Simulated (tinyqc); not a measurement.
Series resistance and length offset from two lengths at two overdrives.

Question. In strong inversion R W = Rsd + k(x)(L - dL), k(x) = (1 + th1 x)/(mu0 Cox x), x the overdrive, Cox = eps0 eox/tox, with Rsd and dL independent of x. Find dL, Rsd, mu0 and th1.

Parameters, values chosen for the exercise:

| symbol | value | unit | meaning |
|---|---|---|---|
| eox | 3.9 |  | relative permittivity of the gate insulator (close to silicon dioxide) |
| tox | 4.9 | nm | insulator thickness |

Constants: eps0 = 8.8541878128e-14 F/cm where lengths are in cm. Results are converted to the units shown.

total resistance times width (ohm um):
```
	L = 0.11 um	L = 0.36 um
overdrive 0.58 V	1732.78953	4916.87720
overdrive 1.05 V	1244.54673	3287.88021
```

Answer. At each overdrive R W is a straight line in L; the two lines cross at L = dL, R W = Rsd. Their slopes give k x = (1 + th1 x)/(mu0 Cox), a straight line in x.

dL = 0.003000 um
Rsd = 370.0 ohm um
mu0 = 240.0 cm^2/(V s)
th1 = 0.4300 1/V

Computed by the program tinyqc: `OMP_NUM_THREADS=1 python tinyqc.py 2210095 2210096 out.jsonl`, one thread of a shared Intel Xeon 2.30GHz, about 0.01 s for the whole run.
